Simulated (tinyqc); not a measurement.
# Worked calculation: strained alloy layer of InP and GaP on (001) GaAs, model-solid band line-up

Computed by the program tinyqc: `OMP_NUM_THREADS=1 python tinyqc.py 2690008 2690009 out.jsonl`, one thread of a shared Intel Xeon 2.30GHz, about 0.01 s for the whole run. Printed values are rounded.

The layer is x parts of the first compound and 1 - x of the second, grown coherently on the third as substrate and barrier. Rows of the table: lattice constant a, average valence level Ea on an absolute scale, spin-orbit splitting so, gaps at Gamma, X and L, hydrostatic deformation potentials av and ac (Gamma), shear potential b, elastic constants, electron and heavy-hole (along z) masses. All are interpolated linearly in x; gaps get -C x (1 - x), taken wholly in the conduction band; real line-ups can differ from this model by 0.1 eV or more.

Inputs (values chosen for the exercise): fraction of the first compound in the layer x = 0.58; bowing of the Gamma gap CG = 0.65 eV; bowing of the X gap CX = 0.2 eV; bowing of the L gap CL = 1.03 eV.

## Relaxed alloy and strain

Binary compounds, values chosen for the exercise:
```
              close to InP  close to GaP  close to GaAs
a (angstrom)         5.869         5.451          5.653
Ea (eV)              -7.04          -7.4          -6.92
so (eV)              0.111        0.0798          0.344
EG (eV)               1.35          2.75           1.42
EX (eV)               2.16          2.28           1.88
EL (eV)               1.94          2.63           1.72
av (eV)               1.27           1.7           1.16
ac (eV)              -4.97         -7.23          -7.19
b (eV)               -1.72          -1.8          -1.68
c11 (GPa)              101           141            120
c12 (GPa)             56.4          62.9           53.5
me (m0)             0.0807         0.129         0.0664
mh (m0)              0.538         0.334           0.35
```

In-plane strain e = (a_substrate - a)/a, e_z = -2 (c12/c11) e, volume change 2 e + e_z.

a = 5.69344 angstrom
Gamma gap = 1.77966 eV
X gap = 2.16168 eV
L gap = 1.97889 eV
e = -0.710291 %
e_z = 0.713065 %
volume change = -0.707518 %

The relaxed alloy has its lowest gap at Gamma (direct). The layer is under compressive in-plane strain.

## Band edges and offsets

In-plane strain e = (a_substrate - a)/a, e_z = -2 (c12/c11) e, volume change 2 e + e_z. With v = 2 e + e_z and d = 2 b (e_z - e): Eav = Ea + av v; E_hh = Eav + so/3 - d/2; E_lh = Eav - so/6 + d/4 + sqrt(so^2 + so d + 9 d^2/4)/2; E_c = Ea + so/3 + EG + ac v (Gamma). Substrate: E_v = Ea + so/3, E_c = E_v + EG. Well depths: dEc = E_c(substrate) - E_c, dEhh = E_hh - E_v(substrate), dElh likewise; strained Gamma gap E_c - max(E_hh, E_lh); positive values confine carriers in the layer.

d = -0.0499199 eV
E_hh = -7.14387 eV
E_lh = -7.17951 eV
E_c = -5.33703 eV
strained Gamma gap = 1.80684 eV
dEc = -0.0483047 eV
dEhh = -0.338538 eV
dElh = -0.374172 eV

The heavy-hole band lies on top, by 35.6 meV. At Gamma the line-up is type I, the layer is a barrier for both carriers.

## Critical thickness

In-plane strain e = (a_substrate - a)/a. Matthews-Blakeslee for 60-degree dislocations in a single layer: hc = k (ln(hc/bv) + 1), k = bv (1 - nu/4)/(4 pi |e| (1 + nu)), nu = c12/(c11 + c12), bv = a/sqrt(2); the larger root.

nu = 0.334200
bv = 0.402587 nm
hc = 14.1195 nm

The layer, Lw = 11.2 nm, is thinner than hc, so it stays coherent by this criterion.
